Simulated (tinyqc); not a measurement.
# Ground and coupling capacitance from two measurements

Question. A line has Cg to the planes and Cc to each of two neighbours. Find Cg, Cc, the load when both neighbours switch in antiphase, and the pulse on the line when it floats and both neighbours swing by Vx.

Parameters, values chosen for the exercise:
- Vx = 0.8 V (swing)

capacitance with neighbours driven alike and with neighbours grounded (aF/um): [37, 219]

Answer. Driven alike, Cc carries no charge, which leaves Cg; grounded neighbours give Cg + 2 Cc, antiphase Cg + 4 Cc; a floating line divides the swing as 2 Cc/(Cg + 2 Cc).

Cg = 37.0 aF/um
Cc = 91.0 aF/um
load in antiphase = 401 aF/um
pulse = 0.665 V

Numbers from tinyqc (`OMP_NUM_THREADS=1 python tinyqc.py 2790177 2790178 out.jsonl`; about 0.7 s on one thread of a shared Intel Xeon 2.30GHz).
